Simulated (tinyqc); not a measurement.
MOS inversion layer, Poisson-Schroedinger loop: two steps of the calculation.

Electrons confined at an insulator interface at z = 0, treated as a hard wall; parabolic valleys, Hartree approximation, no image or exchange terms. The depletion charge lies far deeper than the electrons and gives a uniform field q Nd/(eps0 eps_r); the gate balances all charge. Energies are counted from the band edge at the interface.

Parameters, values chosen for the exercise; masses and permittivity close to those of gallium nitride: temperature T = 300 K; relative permittivity eps_r = 9.67; in-plane density-of-states mass of set A md1 = 0.197 m0; sheet density of electrons Ns = 1.3e13 cm^-2; mixing factor a = 0.5.

Constants: q = 1.602176634e-19 C, kB = 1.380649e-23 J/K, hbar = 1.054571817e-34 J s, m0 = 9.1093837015e-31 kg, Vt = kB T/q, eps0 = 8.8541878128e-14 F/cm where lengths are in cm. Results are converted to the units shown.

Question 1. Fermi level and occupations. Level k holds N_k = D_k Vt ln(1 + exp((EF - E_k)/Vt)) with D = md1 m0 q/(pi hbar^2) per eV (spin included); EF is fixed by sum N_k = Ns.

levels (eV): A1 0.09010844, A2 0.15896639

Find: EF; N_k.

Answer 1.

EF = 0.2010 eV
N_k (cm^-2): A1 9.157e12, A2 3.843e12

Question 2. Density, output potential and mixing. n_i = sum_k N_k |psi_k|^2 (converted to cm^-3). Hartree part by Gauss: on the interval before node i the electrons still beyond are S_i = Ns - hz sum_(j<i) n_j, and U_i = U_(i-1) + q S_i hz/(eps0 eps_r) in eV, U_0 = 0 at the interface. Mixing: U(new) = U + a (U(out) - U).

```
node  z (nm)  U after round 1 (eV)  |psi|^2 of A1 (1/nm)  |psi|^2 of A2 (1/nm)
1       0.76            0.09244047            0.29795456            0.17545754
2       1.52            0.18128220            0.49323460            0.08617573
3       2.28            0.25964467            0.32948865            0.01506808
4       3.04            0.32352337            0.13807799            0.20367212
5        3.8            0.37347143            0.04310472            0.31603994
6       4.56            0.41216821            0.01096167            0.25912178
7       5.32            0.44184317            0.00239784            0.14987550
8       6.08            0.46367807            0.00046853            0.06919069
9       6.84            0.47852542            0.00008409            0.02731662
10       7.6            0.48756712            0.00001415            0.00961520
11      8.36            0.49235382            0.00000226            0.00308529
12      9.12            0.49446113            0.00000034            0.00090291
13      9.88            0.49516110            0.00000005            0.00022941
14     10.64            0.49529166            0.00000001            0.00003869
```

N_k (cm^-2): A1 1.2604771e13, A2 3.9522918e11

Find: n; U(out); U after round 2.

Answer 2.

```
node  n (1e19 cm^-3)  U(out) (eV)  U after round 2 (eV)
1             3.8250      0.18488               0.13866
2             6.2512      0.32842               0.25485
3             4.1591      0.40439               0.33202
4             1.8209      0.43541               0.37947
5             0.6682      0.44675               0.41011
6             0.2406      0.45087               0.43152
7             0.0895      0.45238               0.44711
8             0.0333      0.45293               0.45831
9             0.0119      0.45312               0.46582
10            0.0040      0.45319               0.47038
11            0.0012      0.45320               0.47278
12            0.0004      0.45321               0.47383
13            0.0001      0.45321               0.47419
14            0.0000      0.45321               0.47425
```

tinyqc, about 0.6 s, one thread, Intel Xeon 2.30GHz (shared host): `OMP_NUM_THREADS=1 python tinyqc.py 2160001 2160002 out.jsonl`
